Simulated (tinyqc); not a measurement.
# Ellipsometry and reflectance of a transparent film on an absorbing substrate: psi and Delta against the film thickness

Air (index 1), film, substrate with N2 = n2 - i k2; time factor exp(+i w t). q_j = sqrt(N_j^2 - sin^2 th), root with positive real part. Fresnel coefficients r_s = (q_a - q_b)/(q_a + q_b), r_p = (N_b^2 q_a - N_a^2 q_b)/(N_b^2 q_a + N_a^2 q_b). tan(Psi) exp(i Delta) = R_p/R_s, Delta taken from 0 to 360 degrees.

beta = 2 pi d q1/lam, X = exp(-2 i beta), R = (r01 + r12 X)/(1 + r01 r12 X) for p and s. The last column is the derivative of Delta.

Inputs (values chosen for the exercise); indices close to those of silicon dioxide on silicon: wavelength lam = 800 nm; angle of incidence th = 60 degrees; index of the transparent film n1 = 1.461; index of the substrate n2 = 3.692; extinction coefficient of the substrate k2 = 0.0065.

Result of one run:

| d (nm) | Psi (degrees) | Delta (degrees) | \|R_p\|^2 | \|R_s\|^2 | dDelta/dd (degrees/nm) |
|---|---|---|---|---|---|
| 3 | 22.327 | 177.38 | 0.096218 | 0.57050 | -0.83672 |

What becomes of these results when the film thickness d is changed from 3 to 5 nm, all else the same?

Result of the changed run:

| d (nm) | Psi (degrees) | Delta (degrees) | \|R_p\|^2 | \|R_s\|^2 | dDelta/dd (degrees/nm) |
|---|---|---|---|---|---|
| 5 | 22.342 | 175.71 | 0.096308 | 0.57016 | -0.83558 |

The whole series:

| d (nm) | Psi (degrees) | Delta (degrees) | \|R_p\|^2 | \|R_s\|^2 | dDelta/dd (degrees/nm) |
|---|---|---|---|---|---|
| 0 | 22.318 | 179.89 | 0.096165 | 0.57069 | -0.83739 |
| 1 | 22.319 | 179.05 | 0.096171 | 0.57067 | -0.83730 |
| 2 | 22.322 | 178.22 | 0.096189 | 0.57060 | -0.83708 |
| 3 | 22.327 | 177.38 | 0.096218 | 0.57050 | -0.83672 |
| 4 | 22.334 | 176.54 | 0.096258 | 0.57035 | -0.83622 |
| 5 | 22.342 | 175.71 | 0.096308 | 0.57016 | -0.83558 |
| 6 | 22.353 | 174.87 | 0.096370 | 0.56993 | -0.83481 |
| 7 | 22.365 | 174.04 | 0.096443 | 0.56966 | -0.83389 |
| 8 | 22.380 | 173.21 | 0.096526 | 0.56934 | -0.83284 |

Delta falls from 179.89 to 173.21 degrees while Psi moves from 22.32 to 22.38: Delta changes 108 times as much as Psi. With the slope of the first row an error of 0.01 degree in Delta means 0.012 nm.

Numbers from tinyqc (`OMP_NUM_THREADS=1 python tinyqc.py 2870229 2870230 out.jsonl`; about 0.3 s on one thread of a shared Intel Xeon 2.30GHz).
